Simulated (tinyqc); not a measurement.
Worked calculation: effective mass of the conduction band from tabulated energies. Values are carried at full precision from step to step, so a last printed digit may differ when a step is redone from the rounded ones.

c = hbar^2/2m0.
Constants: hbar^2/2m0 = 3.80998211 eV angstrom^2; kB = 8.617333262e-05 eV/K.

Inputs chosen for the exercise (out of a larger set: band of an eight-band Kane model near GaAs; not measured data): T = 77 K (temperature).

## Finite differences

Energies along [110], from the band edge:
```
k (1/angstrom)   E (meV)
0.00000           0.0000
0.00780           3.4668
0.01560          13.7672
0.02340          30.6150
0.03120          53.5727
0.03900          82.1006
0.04680         115.6067
0.05460         153.4900
0.06240         195.1727
```

reference mass (curvature of the model at k = 0.0001 1/angstrom) = 0.06670 m0

The band is even in k. m = c k^2/E(k) from the points 1, 2, 4 (k = 0 is point 0); Richardson from points 1 and 2: c/m = [16 E(k1) - E(k2)]/(12 k1^2).

m from points 1, 2, 4 (m0): [0.06686, 0.06735, 0.06923]

m by Richardson = 0.06670 m0

Errors against the reference: +0.24, +0.97 and +3.79 % and 0.00 %. The extrapolation removes the k^4 term.

## Least squares over all points

Fit E = a k^2 (a = sum k^2 E/sum k^4), then E = a k^2 + b k^4 from the normal equations; E in eV; m = c/a.

sums of k^4, k^6, k^8: [3.2470e-05, 1.0066e-07, 3.3821e-10]

sums of k^2 E, k^4 E: [0.0016681, 5.1285e-06]

a, one term = 51.374 eV angstrom^2

a and b, two terms: [56.42, -1628]

m, one and two terms (m0): [0.07416, 0.06753]

The parabola over all points errs by +11.2 % because the weights k^4 favour the outer points; the second term brings the error to +1.2 %.

## The non-parabolic form

E (1 + alpha E) = c k^2/m means that y = c k^2/E is a straight line in E with intercept m and slope m alpha. Fit the line by unweighted least squares over points 1 to 8, E in eV.

y (m0): [0.06686, 0.06735, 0.06814, 0.06923, 0.07058, 0.07218, 0.07400, 0.07601]

m = 0.06668 m0
alpha = 0.715 1/eV

The intercept errs by -0.03 %. The model has Eg = 1.503 eV, and for two bands alpha is near 1/Eg = 0.67 1/eV.

## Which mass for which use

From the fitted m and alpha: momentum mass at energy E, m (1 + 2 alpha E); curvature mass m (1 + 2 alpha E)^3; thermal factors to first order in alpha kT: density of states Nc (1 + 15 alpha kT/4), conductivity mass m (1 + 5 alpha kT). Take E = 3 kT/2.

alpha kT = 0.0047
momentum mass = 0.06763 m0
curvature mass = 0.06957 m0
factor on Nc = 1.0178
thermal conductivity mass = 0.06827 m0

alpha kT is small, so first order serves.

## Checks

- Two-term fit by normal equations against a least-squares routine: both 56.4206.

Program tinyqc; command `OMP_NUM_THREADS=1 python tinyqc.py 1850893 1850894 out.jsonl`; about 0.01 s on one thread of a shared Intel(R) Xeon(R) Processor @ 2.30GHz.
